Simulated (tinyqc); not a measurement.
# Ion-assisted plasma etching: sheath, surface coverage, synergy and aspect-ratio dependence, step by step

A worked calculation. Computed by tinyqc, a small Python program that keeps every step. Command: `OMP_NUM_THREADS=1 python tinyqc.py 3027654 3027655 out.jsonl etch walk`. One thread of a shared host (Intel(R) Xeon(R) Processor @ 2.30GHz), about 0.04 s of CPU time with the checks. Intermediate numbers are printed to about 7 digits and carried at full precision; extremes and crossings named in words are read from the listed rows.

Radicals adsorb on bare sites; ions remove covered sites with a high yield and bare sites by sputtering; a slow spontaneous reaction acts everywhere, walls included.

Inputs (values chosen for the exercise, close to those used for silicon in a halogen plasma):
```
quantity                                value       unit
plasma density n_e                    5.2e+10     1/cm^3
electron temperature T_e                  4.2         eV
ion mass M_i                             35.5          u
sheath voltage V                          510          V
radical density n                     1.9e+12     1/cm^3
radical mass M_n                         35.5          u
gas temperature T_g                       500          K
sticking coefficient s                   0.68          -
radicals per removed unit x                 3          -
yield slope b                            0.11  eV^(-1/2)
threshold E_th                             28         eV
sputter slope b_p                       0.012  eV^(-1/2)
sputter threshold E_p                      32         eV
spontaneous reaction probability k_c   0.0018          -
solid density N                         5e+22     1/cm^3
ion temperature T_i                      0.12         eV
aspect ratio A                            3.9          -
```

Feature: round hole.

Constants: e = 1.602176634e-19 C; u = 1.6605390666e-27 kg; k_B = 1.380649e-23 J/K; eps_0 = 8.8541878128e-12 F/m.

## Fluxes

Bohm speed u_B = sqrt(e T_e/M_i); ion flux G_i = 0.61 n_e u_B; radical flux G_n = n c/4 with c = sqrt(8 k_B T_g/(pi M_n)).

Bohm speed = 337863.4 cm/s

ion flux G_i = 1.071703e+16 1/(cm^2 s)

radical speed c = 54608.21 cm/s

radical flux G_n = 2.593890e+16 1/(cm^2 s)

flux ratio G_n/G_i = 2.420345

## Sheath and ion angles

Debye length lambda_D = sqrt(eps_0 T_e/(e n_s)) with n_s = 0.61 n_e, T_e in volts; Child-law sheath d = (sqrt2/3) lambda_D (2 V/T_e)^(3/4); ion energy E = V + T_e/2; angular spread = arctan(sqrt(T_i/E)).

Debye length = 85.54157 um

sheath thickness = 2480.756 um

ion energy E = 512.1 eV

angular spread = 0.8770048 degrees

Caution: a sheath of several millimetres is collisional at usual pressures, which lowers the ion energy and widens the angles.

## Yields

Yields: Y = b (sqrt(E) - sqrt(E_th)) on covered sites, Y_p = b_p (sqrt(E) - sqrt(E_p)) on bare ones (zero below threshold).

yield Y = 1.907194

sputter yield Y_p = 0.2036733

## Open-field etch rate

Steady coverage: s G_n (1 - theta) = x Y G_i theta; removal flux = Y G_i theta + Y_p G_i (1 - theta) + k_c G_n; rate = flux/N, 1 cm/s = 6e8 nm/min. Lateral rate = k_c G_n/N; anisotropy = 1 - lateral/vertical; synergy = vertical/(ions alone + radicals alone), with ions alone Y_p G_i/N and radicals alone the lateral rate.

coverage theta = 0.2233938

vertical rate = 75.69466 nm/min

lateral rate = 0.5602803 nm/min

anisotropy = 0.9925982

synergy = 2.829332

Ions and radicals both limit the rate.

## Rate at the floor of the feature

Transmission of a round hole: K = 1/(1 + 3A/4), walls that scatter diffusely without loss. With a loss probability S = s (1 - theta) at the floor, G_b/G_n = K/(K + S - K S); theta follows G_b, and the two are solved together. Ions are taken to reach the floor unshadowed; G_b replaces G_n in every term of the rate; A is depth over diameter.

transmission K = 0.2547771

G_b/G_n = 0.3566416

coverage at the floor = 0.09304400

rate at the floor = 46.77717 nm/min

floor rate over open-field rate = 0.6179718

The lag is 38 %.

## Etch lag against aspect ratio

The formulas are those given above.

Floor of the feature:
```
A              K    G_b/G_n      theta  rate (nm/min)  relative rate
0.5    0.7272727  0.8292648  0.1925985       68.85238      0.9096068
1.0    0.5714286  0.7020959  0.1680260       63.39777      0.8375461
2.0    0.4000000  0.5305176  0.1324004       55.49679      0.7331665
5.0    0.2105263  0.2986628  0.0791146       43.69304      0.5772275
10.0   0.1176471  0.1706071  0.0467800       36.53742      0.4826948
20.0   0.0625000  0.0914190  0.0256232       31.85802      0.4208754
50.0   0.0259740  0.0381340  0.0108504       28.59173      0.3777245
100.0  0.0131579  0.0193357  0.0055312       27.41587      0.3621903
```

K falls by a factor 55.3 over the rows and the rate by 2.51. Among these rows the rate stays within 10 % of the open-field value up to A = 0.5, with an open-field coverage below one half; sputtering, which needs no radicals, carries much of the rate in the last rows. Caution: rows with A above about 1/(2 tan(ion spread)) or 1/sqrt(k_c), often 10 to 30, are formal: ion shadowing, radical loss on the walls, redeposition of sputtered material and, in fluorocarbon plasmas, polymer growth are left out and add to the lag.

## Yield per ion against the flux ratio

The ion flux is fixed and the radical flux set by the ratio; the removal per ion is the removal flux over G_i.

Open field:
```
G_n/G_i      theta  rate (nm/min)  removal per ion
0.3      0.0344270        33.8050         0.262860
1        0.1062238        49.6963         0.386428
3        0.2628331        84.4692         0.656815
10       0.5430624       147.4823         1.146791
30       0.7809635       204.2314         1.588060
100      0.9223893       251.4192         1.954982
300      0.9727182       308.7428         2.400719
1000     0.9916561       474.9331         3.692980
3000     0.9972031       939.1239         7.302429
```

Coverage reaches one half at G_n/G_i = x Y/s = 8.41. Below that the ion-assisted part follows the radical flux, on top of the sputter floor Y_p = 0.204; above it the ion-assisted part saturates at Y = 1.91 per ion, and the further rise to 7.30 comes from the spontaneous reaction, which costs anisotropy.

Checks made by the program: series form 1/R = 1/(Y G_i) + x/(s G_n) of the ion-assisted part (relative difference below 1e-10).
